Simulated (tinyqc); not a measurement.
Worked calculation: plane-wave Kohn-Sham cycle with exchange-only LDA in a layered model solid. One step of it, computed by the program tinyqc.

Problem. Iteration 1: levels at that k. Diagonalise the Hermitian matrix.

H (hartree), lower triangle:
```
           -3         -2         -1         +0         +1         +2        +3
-3   0.519506
-2  -0.335000   0.138749
-1   0.080000  -0.335000  -0.089706
+0   0.000000   0.080000  -0.335000  -0.165857
+1   0.000000   0.000000   0.080000  -0.335000  -0.089706
+2   0.000000   0.000000   0.000000   0.080000  -0.335000   0.138749
+3   0.000000   0.000000   0.000000   0.000000   0.080000  -0.335000  0.519506
```

Give: eigenvalues.

Solution.

eigenvalues (hartree): -0.5954  -0.4007  -0.1608  0.1103  0.3902  0.7790  0.8487
